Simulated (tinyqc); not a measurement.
Inversion-layer mobility, back-scattering and ballistic limit of a field-effect transistor: one step, computed by the program tinyqc.

The charge at the top of the source barrier is fixed by the gate; series resistance and short-channel effects are left out. F_j are Fermi integrals normalised to exp(eta) in the classical limit.

Question. Effective mobility. mu_phonon = mu_ph (E_eff/1 MV/cm)^(-0.3) (T/300 K)^(-1.75); mu_rough = mu_sr (E_eff/1 MV/cm)^(-2); mu_Coulomb = mu_C (N_inv/1e12 cm^-2) (T/300 K); Matthiessen's rule adds 1/mu.

Inputs (values chosen for the exercise, modelled on a silicon n-channel):

| quantity | value | unit |
|---|---|---|
| phonon mobility at 1 MV/cm and 300 K, mu_ph | 360 | cm^2/(V s) |
| roughness mobility at 1 MV/cm, mu_sr | 1300 | cm^2/(V s) |
| Coulomb mobility at N_inv = 1e12/cm^2, mu_C | 770 | cm^2/(V s) |
| temperature T | 300 | K |

Statistics at the top of the barrier: Fermi-Dirac.

inversion density N_inv = 3.879497e+12 1/cm^2

effective field E_eff = 0.4453797 MV/cm

Give: phonon part; roughness part; Coulomb part; effective mobility mu.

Answer.

phonon part = 458.9 cm^2/(V s)

roughness part = 6554 cm^2/(V s)

Coulomb part = 2987 cm^2/(V s)

effective mobility mu = 375.0 cm^2/(V s)

The phonon part is the lowest and holds 82 % of 1/mu.
